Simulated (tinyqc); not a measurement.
# Resistance of a source-drain extension with a graded tip, step by step

Program tinyqc, `OMP_NUM_THREADS=1 python tinyqc.py 2282241 2282242 out.jsonl`; Intel Xeon 2.30GHz, shared host, one thread, about 0.05 s. Printed values are rounded.

y runs along the channel, the gate covers y > 0. The doping is N0 for y < y0 and N0 10^(-(y - y0)/la) beyond, uniform over the depth xj. Sheet conductance s(y) = q mu(N) max(N - Nch, 0) xj + (for y > 0) ma Cox Vo, with mu(N) = u0 + (u1 - u0)/(1 + (N/Nr)^au) and Cox = eps0 eox/tox. Current is taken as one-dimensional; depletion of the tip, spreading and the contact are left out. The metallurgical junction lies at yj, where N = Nch.

Parameters, values chosen for the exercise; mobility law close to that of electrons in silicon: relative permittivity of the gate insulator (close to silicon dioxide) eox = 3.9; insulator thickness tox = 2.8 nm; active doping of the extension far from the gate N0 = 7.6e19 cm^-3; lateral abruptness la = 5.4 nm/decade; position under the gate where the fall begins (gate edge at 0) y0 = 0 nm; depth of the extension xj = 19 nm; channel doping Nch = 3.9e18 cm^-3; gate overdrive Vo = 0.32 V; mobility of the gate-induced layer ma = 180 cm^2/(V s); mobility at low doping u1 = 1414 cm^2/(V s); mobility at high doping u0 = 68.5 cm^2/(V s); reference doping Nr = 9.2e16 cm^-3; exponent au = 0.711; gate length Lg = 30 nm.

Constants: q = 1.602176634e-19 C, eps0 = 8.8541878128e-14 F/cm where lengths are in cm. Results are converted to the units shown.

## Sheet resistances and junction position

yj = y0 + la log10(N0/Nch); sheet resistance of the full extension 1/[q mu(N0)(N0 - Nch) xj] and of the gate-induced layer 1/(ma Cox Vo); metallurgical length Lg - 2 yj; ye is where the doped and the gate-induced conductances are equal.

yj = 6.96464 nm
sheet resistance of the extension = 571.293 ohm/square
sheet resistance of the induced layer = 14077.4 ohm/square
metallurgical length = 16.0707 nm
ye = 6.11619 nm
N at ye = 5.59997e18 cm^-3

The gate takes over 0.848 nm before the junction, where N is still 1.44 times the channel doping.

## Resistance of the overlapped part

Midpoint rule on 12 equal steps from 0 to yj: R_ov = sum h/s(y), per width.

```
point	y (nm)	N (cm^-3)	doped conductance (uS)	sheet resistance (ohm/square)
0	0.290194	6.71543e19	1555.41	614.839
1	0.870581	5.24318e19	1227.90	769.860
2	1.45097	4.09370e19	968.360	962.097
3	2.03135	3.19622e19	761.847	1200.65
4	2.61174	2.49550e19	596.650	1497.71
5	3.19213	1.94840e19	463.570	1870.54
6	3.77252	1.52125e19	355.364	2345.22
7	4.35290	1.18774e19	266.310	2964.32
8	4.93329	9.27345e18	191.867	3803.68
9	5.51368	7.24040e18	128.410	5013.89
10	6.09406	5.65306e18	73.0212	6941.69
11	6.67445	4.41371e18	23.3306	10597.0
```

R_ov = 22.392 ohm um

The exact integral is 22.597 ohm um; the coarse sum is 0.90 % below it.
